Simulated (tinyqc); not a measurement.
Raising U: Hubbard chain of 2 sites, mean field against exact. Computed by the program tinyqc. Command: `OMP_NUM_THREADS=1 python tinyqc.py 114415 114416 out.jsonl`; one thread of a shared host (Intel(R) Xeon(R) Processor @ 2.60GHz), about 6 s.

one-body matrix (hopping and site energies) (eV):
```
,1,2
1,-0.4700,-1.2800
2,-1.2800,-0.5000
```

electrons, up and down: 1  1

Collinear unrestricted mean field (the lowest of 40 random starts) against exact diagonalisation.

Exact and mean-field results (eV):
```
U,U/t,E exact,E mean field,mean |n_up - n_down|,"double occupancy, exact",first gap in the sector
0.640,0.500,-3.23006,-3.21014,0.000,0.219,2.260
1.280,1.000,-2.96889,-2.89012,0.000,0.189,1.999
2.560,2.000,-2.55223,-2.25009,5.20e-04,0.138,1.582
3.840,3.000,-2.25004,-1.82337,0.745,0.100,1.280
5.120,4.000,-2.03041,-1.61002,0.866,0.073,1.060
7.680,6.000,-1.74511,-1.39667,0.943,0.042,0.775
10.240,8.000,-1.57434,-1.29000,0.968,0.026,0.604
15.360,12.000,-1.38543,-1.18333,0.986,0.013,0.415
25.600,20.000,-1.22349,-1.09800,0.995,4.85e-03,0.253
```

In absolute terms mean field is worst at U/t = 3.0, 0.427 eV too high: at small U it is nearly exact, and at large U it misses only exchange-scale energies. Its local moments set in at U/t = 3.0 of those listed, a broken symmetry that the exact state of a finite cluster with equal spins does not have. Relative to the exact energy its error is 0.6 % at the smallest U, 21 % at most and 10 % at the largest. The double occupancy falls from 0.219 to 0.005.
